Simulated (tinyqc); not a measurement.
Short-channel transistor, virtual-source model with series resistance: two steps of the calculation.

The current per gate width is the charge at the top of the source barrier (the virtual source) times its velocity times a saturation function; al and be are fitting constants of the model. Units: I in uA/um, Rs in ohm um, so I Rs = 1e-6 I Rs in volts; Q in uC/cm^2, so I = 1e-4 Q vx0 Fsat with vx0 in cm/s.

Values chosen for this exercise:
- T = 300 K (temperature)
- Cinv = 3.12 uF/cm^2 (inversion capacitance)
- vx0 = 2.41e7 cm/s (velocity at the virtual source)
- mu = 160 cm^2/(V s) (apparent mobility)
- L = 20 nm (channel length)
- VT0 = 0.317 V (threshold at zero drain voltage)
- dl = 0.155 V/V (drain-induced barrier lowering)
- n0 = 1.15 (subthreshold factor)
- nd = 0.1 1/V (growth of n with drain voltage)
- al = 3.5 (threshold shift (in units of Vt) from weak to strong inversion)
- be = 1.8 (sharpness of saturation)
- Rs = 200 ohm um (series resistance of each contact)
- Vgs = 0.5 V (gate voltage)
- Vds = 0.5 V (drain voltage)

Constants: q = 1.602176634e-19 C, kB = 1.380649e-23 J/K, Vt = kB T/q. Results are converted to the units shown.

Problem 1. Current through the series resistance. Intrinsic voltages Vg' = Vgs - I Rs, Vd' = Vds - 2 I Rs. n = n0 + nd Vd', VT = VT0 - dl Vd', Ff = 1/(1 + exp((Vg' - VT + al Vt/2)/(al Vt))), Q = Cinv n Vt ln(1 + exp((Vg' - VT + al Vt Ff)/(n Vt))), Vdsat = (vx0 L/mu)(1 - Ff) + Vt Ff, Fsat = u/(1 + u^be)^(1/be) with u = Vd'/Vdsat, and I(out) = Q vx0 Fsat per width. (Fsat takes the sign of u.) Newton step: I(new) = I + (I(out) - I)/(1 - s), s = dI(out)/dI by a central difference with +/- 0.001 uA/um.

I after iteration 1 = 567.35417 uA/um

Wanted: Vg'; Vd'; VT; Ff; Q; Vdsat; Fsat; I(out); s; I after iteration 2.

Solution 1.

Vg' = 0.3865 V
Vd' = 0.2731 V
VT = 0.2747 V
Ff = 0.1498
Q = 0.3928 uC/cm^2
Vdsat = 0.2600 V
Fsat = 0.6969
I(out) = 659.7 uA/um
s = -1.518
I after iteration 2 = 604.0 uA/um

Problem 2. What the series resistance costs. n = n0 + nd Vd', VT = VT0 - dl Vd', Ff = 1/(1 + exp((Vg' - VT + al Vt/2)/(al Vt))), Q = Cinv n Vt ln(1 + exp((Vg' - VT + al Vt Ff)/(n Vt))), Vdsat = (vx0 L/mu)(1 - Ff) + Vt Ff, Fsat = u/(1 + u^be)^(1/be) with u = Vd'/Vdsat, and I = Q vx0 Fsat per width. I0 is the current for Rs = 0. Effective velocity I/Q; transit time L Q/I.

converged I = 604.35325 uA/um
I0 = 1656.4879 uA/um

Give: loss against I0; effective velocity; transit time.

Solution 2.

loss against I0 = 63.516 %
effective velocity = 1.6466e7 cm/s
transit time = 0.12146 ps

Program tinyqc, `OMP_NUM_THREADS=1 python tinyqc.py 2380070 2380071 out.jsonl`; Intel Xeon 2.30GHz, shared host, one thread, about 0.01 s.
